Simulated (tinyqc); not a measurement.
# Debye-Callaway model of lattice thermal conductivity, step by step

A worked calculation. Computed by tinyqc, a small Python program that keeps every step. Command: `OMP_NUM_THREADS=1 python tinyqc.py 3015345 3015346 out.jsonl callaway walk`. One thread of a shared host (Intel(R) Xeon(R) Processor @ 2.30GHz), about 0.01 s of CPU time with the checks. Intermediate numbers are printed to about 5 digits and carried at full precision; extremes and crossings named in words are read from the listed rows.

Three acoustic branches with one velocity v, cut at omega_D = k_B Theta/hbar; x = hbar omega/(k_B T). v and Theta are separate inputs: Theta cuts off the heat-carrying modes, so C need not reach 3 k_B/V. gamma is an effective value that sets the umklapp rate.

Inputs (values chosen for the exercise, for a model crystal):

| quantity | value | unit |
|---|---|---|
| sound velocity v | 3660 | m/s |
| Debye temperature Theta | 410 | K |
| volume per atom V | 15.6 | angstrom^3 |
| mean atomic mass M | 19.6 | u |
| effective Grueneisen parameter gamma | 0.925 | - |
| umklapp exponent divisor b | 3 | - |
| mass variance Gamma | 0.00011 | - |
| Casimir length L | 68 | micrometre |
| temperature T | 300 | K |
| probe frequency omega/omega_D | 0.37 | - |

Sample: crystal. Point defects: isotopes. Normal processes: left out.

Constants: k_B = 1.380649e-23 J/K; hbar = 1.054571817e-34 J s; u = 1.6605390666e-27 kg.

## Mass-fluctuation parameter

Gamma is given directly by the isotope mixture. A = V Gamma/(4 pi v^3).

Gamma = 1.10e-04

Rayleigh coefficient A = 2.7852e-45 s^3

## Scattering rates at one frequency

Rates: point defects A omega^4; umklapp B omega^2 T exp(-Theta/(b T)) with B = hbar gamma^2/(M v^2 Theta). Boundaries: v/L. The resistive time is tau_R = 1/(boundary + point-defect + umklapp rates), and the free path is v tau_R.

omega = 1.9861e+13 rad/s

Rates:

| process | rate (1/s) | rate x tau_R |
|---|---|---|
| boundaries | 5.3824e+07 | 0.0014030 |
| point defects | 4.3335e+08 | 0.011296 |
| umklapp | 3.7876e+10 | 0.98730 |

tau_R = 2.6066e-11 s

free path = 95.403 nm

The strongest resistive process at this frequency: umklapp, 99 % of the resistive rate.

## The integrand on a coarse grid

x runs in ten equal steps to min(Theta/T, 12); g = x^4 e^x/(e^x - 1)^2; tau_C is the inverse of all rates summed; the last column is c tau_C g with c = (k_B/(2 pi^2 v)) (k_B T/hbar)^3.

Integrand:

| x | g | tau_C (s) | c tau_C g (W/(m K)) |
|---|---|---|---|
| 0.1367 | 0.0186 | 3.5425e-10 | 76.492 |
| 0.2733 | 0.0742 | 8.9624e-11 | 77.049 |
| 0.4100 | 0.1658 | 3.9775e-11 | 76.341 |
| 0.5467 | 0.2915 | 2.2265e-11 | 75.152 |
| 0.6833 | 0.4492 | 1.4151e-11 | 73.599 |
| 0.8200 | 0.6360 | 9.7416e-12 | 71.732 |
| 0.9567 | 0.8485 | 7.0834e-12 | 69.590 |
| 1.0933 | 1.0831 | 5.3592e-12 | 67.208 |
| 1.2300 | 1.3358 | 4.1783e-12 | 64.624 |
| 1.3667 | 1.6023 | 3.3350e-12 | 61.874 |

Among these rows the integrand is largest at x = 0.27.

## Thermal conductivity

kappa_1 = c int tau_C g dx, g = x^4 e^x/(e^x - 1)^2, c = (k_B/(2 pi^2 v)) (k_B T/hbar)^3, over 0 < x < min(Theta/T, 40), by 96 Gauss-Legendre points in s with x = x_max s^2; tau_C = tau_R, the inverse of the summed rates, and kappa = kappa_1. Heat capacity C = 3 c int g dx / v^2; grey free path 3 kappa/(C v); the median free path v tau_C halves kappa_1 when the quadrature points are ordered by free path (each counted at half its weight, interpolated in the logarithm); likewise at 10 % and 90 %.

kappa_1 = 96.676 W/(m K)

kappa = 96.676 W/(m K)

heat capacity C = 2.0133e+06 J/(m^3 K)

grey free path = 39.359 nm

median free path = 55.647 nm

free path at 10 % of kappa_1 = 15.716 nm

free path at 90 % of kappa_1 = 1061.5 nm

The median free path is 1.4 times the grey one. The middle 80 % of kappa_1 spans a factor 68 in free path.

## Leaving out one process at a time

The formulas are those given above.

Conductivity at T:

| case | kappa (W/(m K)) | ratio to all |
|---|---|---|
| all processes | 96.676 | 1 |
| without point defects | 99.262 | 1.0268 |
| without boundaries | 98.990 | 1.0239 |
| without umklapp | 5041.3 | 52.146 |

Removing umklapp raises kappa most, by a factor 52.1; removing boundaries gives only 1.02.

## Conductivity against temperature

The boundary limit is C v^2/(3 x boundary rate), with C = 3 c int g dx / v^2.

Kappa (W/(m K)):

| T (K) | all processes | without point defects | boundary limit |
|---|---|---|---|
| 4.1 | 14.173 | 14.264 | 14.264 |
| 8.2 | 105.82 | 114.11 | 114.11 |
| 14 | 411.88 | 567.50 | 567.90 |
| 25 | 1186.5 | 2583.2 | 3232.9 |
| 41 | 1391.6 | 2318.6 | 13878 |
| 70 | 742.27 | 925.20 | 50969 |
| 120 | 342.03 | 377.53 | 1.0875e+05 |
| 200 | 166.52 | 174.43 | 1.4969e+05 |
| 330 | 85.458 | 87.469 | 1.6966e+05 |
| 530 | 47.466 | 48.075 | 1.7768e+05 |

kappa peaks among these rows at 41 K (T/Theta = 0.100) with 1390 W/(m K). The exponent d ln kappa/d ln T is 2.90 at the cold end, the T^3 law of boundary scattering, and -1.24 at the hot end, near the 1/T law of umklapp scattering, which rules there. Point defects cost most at 25 K, a factor 2.18.

Checks made by the program: heat capacity against the Debye function (relative difference below 1e-10).
